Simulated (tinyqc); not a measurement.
Input admittance of a MOSFET at zero drain bias: distributed channel and distributed gate: one step of the calculation.

Source and drain grounded, strong inversion, w = 2 pi f, Cox = eps0 eox/tox. The channel is an RC line of resistance 1/(mu Cox Vo) per square fed from both ends, so one finger has the intrinsic admittance y = i w Cox L tanh(g)/g per width, g = (1/2) sqrt(i w tau), tau = L^2/(mu Vo). The vertical resistance rv/L is in series with y, the overlaps 2 i w Cov in parallel: y_t = 1/(1/y + rv/L) + 2 i w Cov. The gate strip is a line of Rsh/L per length loaded by y_t, so a finger has Y = y_t Wf tanh(k)/k, k = (Wf/sd) sqrt(y_t Rsh/L); the device has Nf Y.

Problem. Low-frequency resistances and capacitance. Low-frequency limits, with c = Cox L and ct = c + 2 Cov: R_strip = Rsh Wf/(3 sd^2 L Nf), R_ch = (c/ct)^2 L/(12 mu Cox Vo Wf Nf), R_vert = (c/ct)^2 rv/(L Wf Nf), C = ct Wf Nf.

Parameters, values chosen for the exercise; values of the order met in silicon radio-frequency transistors: relative permittivity of the gate insulator (close to silicon dioxide) eox = 3.9; insulator thickness tox = 3.6 nm; channel length L = 1 um; finger width Wf = 6.4 um; number of fingers Nf = 1; channel mobility mu = 150 cm^2/(V s); gate overdrive Vo = 0.78 V; sheet resistance of the gate Rsh = 7.5 ohm/square; vertical resistivity of the gate stack rv = 0 ohm um^2; number of ends at which a finger is contacted sd = 2; overlap and fringe capacitance on each side Cov = 0.19 fF/um.

Constants: eps0 = 8.8541878128e-14 F/cm where lengths are in cm. Results are converted to the units shown.

Wanted: parts; sum; C; 1/(2 pi R C).

Solution.

parts (ohm): strip 4.000, channel 107.3, vertical 0
sum = 111.3 ohm
C = 63.82 fF
1/(2 pi R C) = 22.40 GHz

The channel term is the largest, 96.4 % of the sum.

Program tinyqc, `OMP_NUM_THREADS=1 python tinyqc.py 2262086 2262087 out.jsonl`; Intel Xeon 2.30GHz, shared host, one thread, about 0.01 s.
